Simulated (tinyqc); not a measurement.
# Tunnelling through a gate dielectric, WKB transmission and Tsu-Esaki current: what changes with what

Electrons leave the emitter at x = 0. Energies E (motion across the layers) are in eV from the emitter Fermi level; the collector Fermi level lies at -V and offers states at every E. No charge in the dielectric and no image force: F1 = V/t1, U = phi1 - F1 x. With C = hbar^2/(2 m0), kappa = sqrt(m (U - E)/C) where U > E and 0 elsewhere; T(E) = exp(-S), S = 2 times the integral of kappa over x.

Parameters, values chosen for the exercise; dielectric values close to those of silicon nitride: temperature T = 77 K; Fermi energy of the emitter above its band bottom Ef = 2.9 eV; emitter mass in the supply function me = 0.51 m0; barrier of layer 1 above the emitter Fermi level at zero bias phi1 = 2.09 eV; tunnelling mass of layer 1 m1 = 0.48 m0; thickness of layer 1 t1 = 7.5 nm; voltage across the dielectric V = 4.1 V.

Constants: q = 1.602176634e-19 C, kB = 1.380649e-23 J/K, hbar = 1.054571817e-34 J s, m0 = 9.1093837015e-31 kg, Vt = kB T/q, hbar^2/(2 m0) = 0.0380998212 eV nm^2. Results are converted to the units shown.

Each table varies one quantity; the others keep the values above.

## Effect of the thickness t1 at fixed voltage

Each layer adds (2/F) sqrt(m/C) [G(u at its left edge) - G(u at its right edge)] to S, with u = U - E (0 where negative) and G(u) = (2/3) u^1.5. J = J0 times the integral of T(E) N(E) dE, N = ln[(1 + exp(-E/Vt))/(1 + exp((-E - V)/Vt))], J0 = q^2 me m0 kB T/(2 pi^2 hbar^3) (times 1e-4 for A/cm^2 per eV), from E = -Ef to far above the barrier (T = 1 there), by quadrature converged to the digits shown.

Effect of the thickness t1 at fixed voltage:
```
t1 (nm)  S at E = 0   T(E = 0)  J (A/cm^2)  mean E of the current (eV)
4.5           15.69   1.528e-7       9.467                     -0.1663
5.51          19.22   4.510e-9      0.1892                     -0.1364
6.53          22.77  1.286e-10    0.003890                     -0.1152
7.54          26.30  3.797e-12    8.717e-5                    -0.09957
8.56          29.85  1.083e-13    1.951e-6                    -0.08734
9.57          33.38  3.196e-15    4.664e-8                    -0.07766
10.59         36.93  9.113e-17    1.099e-9                    -0.06964
11.6          40.46  2.691e-18   2.740e-11                    -0.06298
```

J falls from 9.47 to 2.74e-11 A/cm^2: 1.68 decades a nanometre between the first two rows and 1.59 between the last two. The exponent S alone gives dS/dt/ln 10 = 1.51 and 1.51.

## Current against voltage

Same model as above.

Current against voltage:
```
V (V)  S at E = 0   T(E = 0)  J (A/cm^2)  mean E of the current (eV)
0.2         75.10  2.427e-33   5.833e-26                     -0.1017
0.75        69.58  6.027e-31   1.279e-23                    -0.09913
1.3         63.32  3.150e-28   5.451e-21                    -0.08887
1.85        55.71  6.360e-25   7.861e-18                    -0.07407
2.4         44.69  3.920e-20   3.326e-13                    -0.05628
2.95        36.35  1.627e-16    2.022e-9                    -0.07084
3.5         30.64  4.927e-14    8.452e-7                    -0.08500
4.05        26.48  3.160e-12    7.161e-5                    -0.09887
4.6         23.31  7.495e-11    0.002168                     -0.1125
```

Read the table: what changes, and by how much?

J rises from 5.83e-26 to 0.00217 A/cm^2, by 4.26 decades a volt between the first two rows and 2.69 between the last two. From V = 2.4 V on (among the rows) a band edge falls below the emitter Fermi level, so electrons at E = 0 no longer cross the full thickness.

## Effect of the barrier height

Same model as above.

Effect of the barrier height:
```
phi1 (eV)  S at E = 0   T(E = 0)  J (A/cm^2)  mean E of the current (eV)
1               8.657   1.739e-4        7811                     -0.1385
1.2             11.38   1.142e-5       437.8                     -0.1286
1.4             14.34   5.915e-7       19.77                     -0.1203
1.6             17.52   2.459e-8      0.7286                     -0.1134
1.8             20.91  8.325e-10     0.02215                     -0.1074
2               24.49  2.322e-11    5.609e-4                     -0.1022
2.2             28.25  5.388e-13    1.192e-5                    -0.09768
2.4             32.19  1.050e-14    2.142e-7                    -0.09363
```

Read the table: what changes, and by how much?

J falls from 7810 to 2.14e-7 A/cm^2, on average 7.54 decades for each eV, while S rises from 8.66 to 32.2, as phi1^(1.50) over the table (a flat barrier gives 0.5, a triangular one 1.5). V exceeds phi1 in every row, so all are in the Fowler-Nordheim regime.

Computed by the program tinyqc: `OMP_NUM_THREADS=1 python tinyqc.py 2540137 2540138 out.jsonl`, one thread of a shared Intel Xeon 2.30GHz, about 0.05 s for the whole run.
